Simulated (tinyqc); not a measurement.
Worked calculation: grain-boundary diffusion: Harrison regimes, Fisher and Le Claire analysis, Hart average. Computed by tinyqc, a small Python program that keeps every step. Command: `OMP_NUM_THREADS=1 python tinyqc.py 3019913 3019914 out.jsonl gbdiff walk`. One thread of a shared host (Intel(R) Xeon(R) Processor @ 2.30GHz), about 0.01 s of CPU time with the checks. Intermediate numbers are printed to about 6 digits and carried at full precision; extremes and crossings named in words are read from the listed rows.

A boundary is a slab of width delta with diffusivity D_b, normal to a surface held at constant concentration; it leaks into grains of diffusivity D.

Inputs (values chosen for the exercise, for a model polycrystal):
```
quantity                          value   unit
melting point T_m                  2060      K
lattice prefactor D0              6e-06  m^2/s
lattice activation energy E         3.3     eV
boundary prefactor D0b          1.2e-05  m^2/s
boundary activation energy E_b     1.52     eV
boundary width delta               0.97     nm
segregation factor s                  1      -
grain size d                      0.079     um
temperature T                      1240      K
time t                            34000      s
```

Constants: k_B = 8.617333262e-05 eV/K.

## Diffusivities

D = D0 exp(-E/(k_B T)), D_b = D0b exp(-E_b/(k_B T)). Triple product P = s delta D_b.

D = 2.32187e-19 m^2/s

D_b = 7.96872e-12 m^2/s

triple product P = 7.72966e-21 m^3/s

At T/T_m = 0.60 the boundary is 3.4e7 times faster than the lattice.

## Regime

l = sqrt(D t); P = s delta D_b; alpha = s delta/(2 l); beta = P/(2 D l). Regime A if l > 3 d, C if alpha > 1, B if alpha < 0.1, l < d/4 and beta > 10, otherwise a transition.

lattice diffusion length l = 0.0888502 um

alpha = 0.00545862

beta = 187341

Regime: transition

The run lies between the ideal regimes.

## Effective diffusivity

Hart average for parallel slabs: f = delta/d, D_eff = (s f D_b + (1 - f) D)/(1 - f + s f); share of the boundaries = s f D_b/(s f D_b + (1 - f) D); depth sqrt(D_eff t).

boundary fraction f = 0.0122785

D_eff = 9.78440e-14 m^2/s

share of the boundaries = 0.999998

depth sqrt(D_eff t) = 57.6775 um

Caution: outside regime A (which needs sqrt(D t) above about 3 d) the Hart average and its depth are formal: they describe a profile only in regime A or at steady state.

## Penetration along an isolated boundary

Fisher: the mean concentration falls as exp(-y/y_F), y_F = sqrt(P) (pi t/(4 D))^(1/4), with the boundary equation P d2c/dy2 = 2 c sqrt(D/(pi t)). Le Claire (from the Whipple solution): ln c falls as -(y/y_L)^(6/5) with P = 1.322 sqrt(D/t) y_L^2.

Fisher depth y_F = 51.1992 um

Le Claire depth y_L = 47.3015 um

The tail reaches 532 lattice lengths l; y_L/l = sqrt(2 beta/1.322). Caution: the Fisher and Le Claire forms need regime B with beta above 10.

## Whipple integral against the two closed forms

Whipple, boundary part of the mean concentration in units of c0 l per boundary, for D_b/D far above beta: c(eta) = (2 eta/sqrt(pi)) int_1^infinity exp(-eta^2/(4 u)) u^(-3/2) [exp(-Y^2)/sqrt(pi) - Y erfc(Y)] du with Y = (u - 1)/(2 beta), eta = y/l; w = eta/sqrt(beta). The last columns are -ln[c(y)/c(w = 1)] from the integral, from Fisher, (y - y1)/y_F, and from Le Claire, (y/y_L)^(6/5) - (y1/y_L)^(6/5), with y1 the depth at w = 1.

Tail of the profile:
```
w      y (um)            c  Whipple   Fisher  Le Claire
1.5    57.685  4.83095e-01   0.5300  0.37556     0.4889
2.0    76.914  2.80074e-01   1.0751  0.75113     1.0120
3.0   115.371  9.01554e-02   2.2086  1.50225     2.1351
4.0   153.828  2.74935e-02   3.3962  2.25338     3.3371
5.0   192.285  7.97239e-03   4.6342  3.00450     4.6012
6.0   230.742  2.20517e-03   5.9194  3.75563     5.9173
8.0   307.656  1.47998e-04   8.6207  5.25788     8.6786
10.0  384.570  8.46420e-06  11.4821  6.76013    11.5829
```

At w = 10 the integral has fallen by 11.48 in the logarithm, Fisher by 6.76 and Le Claire by 11.58: the true tail bends down faster than an exponential, which is why profiles are plotted against y^(6/5). Caution: outside regime B these isolated-boundary profiles are formal.

## Lattice against boundary over temperature

D_eff = (s f D_b + (1 - f) D)/(1 - f + s f), f = delta/d; share of the boundaries = s f D_b/(s f D_b + (1 - f) D).

Diffusivities (m^2/s):
```
T/T_m  T (K)            D          D_b        D_eff    share      regime
0.3      618  7.35723e-33  4.82626e-18  5.92591e-20  1.00000           C
0.4      824  3.93164e-26  6.06042e-15  7.44128e-17  1.00000           C
0.5     1030  4.27848e-22  4.38368e-13  5.38249e-15  1.00000  transition
0.6     1236  2.10103e-19  7.61019e-12  9.34418e-14  1.00000  transition
0.7     1442  1.75662e-17  5.84512e-11  7.17710e-13  0.99998           A
0.8     1648  4.85694e-16  2.69676e-10  3.31169e-12  0.99986           A
0.9     1854  6.42203e-15  8.85777e-10  1.08823e-11  0.99942           A
1.0     2060  5.06664e-14  2.29356e-09  2.82115e-11  0.99823           A
```

The apparent activation energy of D_eff is 1.52 eV between the first rows and 1.52 eV between the last, against E_b = 1.52 and E = 3.3 eV. The boundaries carry most of the flux up to the melting point. Caution: outside regime A, D_eff and the share of the boundaries hold only at steady state.

Checks made by the program: Le Claire's slope against the Whipple integral (relative difference 2e-02).
